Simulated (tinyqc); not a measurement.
## Box-like doped layer, carriers, mobility and sheet resistance: effect of the depth of the flat top

An n-type layer from the surface x = 0 to the junction xj, N(x) = N0 for x < xb and N0 10^(-(x - xb)/Lt) beyond. Local neutrality (no depletion at surface or junction, no spilling of carriers), intrinsic carriers neglected, full ionisation of active dopants.

xj = xb + Lt log10(N0/Nb). Active dopant A = min(N, Ns); n = A - Nb; mobility mu = m1 + (m2 (T/300 K)^(-bt) - m1)/(1 + ((A + Nb)/Nr)^am). Dose = integral of N, carrier sheet density = integral of n, 1/Rs = q integral of n mu, mean mobility 1/(q Rs sheet density), Hall mobility (unit Hall factor) = integral of n mu^2 over integral of n mu, Hall sheet density = (integral of n mu)^2/integral of n mu^2; all from 0 to xj. Integrals on 4000 steps.

Values chosen for this exercise; values close to those of arsenic in silicon over a p-type background: temperature T = 300 K; background doping of the opposite type Nb = 8.5e16 cm^-3; peak chemical concentration N0 = 2.7e20 cm^-3; mobility limit at high doping m1 = 53.6 cm^2/(V s); mobility limit at low doping, at 300 K m2 = 1380 cm^2/(V s); reference doping of the mobility law Nr = 9.6e16 cm^-3; exponent of the mobility law am = 0.704; temperature exponent of m2 bt = 2; solubility limit of active dopant Ns = 1.92e20 cm^-3; abruptness of the tail Lt = 36 nm/decade.

Constants: q = 1.602176634e-19 C. Results are converted to the units shown.

Results:
```
xb (nm)	xj (nm)	dose (cm^-2)	carriers (cm^-2)	Rs (ohm/square)	mean mobility (cm^2/(V s))	Rs xj (ohm nm)	Hall/true sheet density
38	164.1	1.448e15	1.131e15	87.99	62.74	1.444e4	0.9544
56	182.1	1.934e15	1.476e15	68.13	62.06	1.240e4	0.9636
83	209.1	2.663e15	1.994e15	50.90	61.49	1.064e4	0.9721
120	246.1	3.662e15	2.704e15	37.80	61.06	9301	0.9788
180	306.1	5.282e15	3.856e15	26.67	60.70	8162	0.9848
400	526.1	1.122e16	8.078e15	12.82	60.26	6745	0.9925
600	726.1	1.662e16	1.192e16	8.710	60.13	6324	0.9949
```

Estimate the missing row, xb = 270 nm.

Computed row:
```
xb (nm)	xj (nm)	dose (cm^-2)	carriers (cm^-2)	Rs (ohm/square)	mean mobility (cm^2/(V s))	Rs xj (ohm nm)	Hall/true sheet density
270	396.1	7.712e15	5.583e15	18.50	60.44	7326	0.9893
```

With this row back in the table: As xb goes from 38 to 600, xj rises from 164 to 726 nm, Rs falls from 88.0 to 8.71 ohm/square, the mean mobility falls from 62.7 to 60.1 cm^2/(V s) and the share of the dose that conducts falls from 78.1 to 71.7 %. The peak N0 is held, so the dose changes too. Rs goes as xb^(-0.84) over the table.

Program tinyqc, `OMP_NUM_THREADS=1 python tinyqc.py 2110123 2110124 out.jsonl`; Intel Xeon 2.30GHz, shared host, one thread, about 0.01 s.
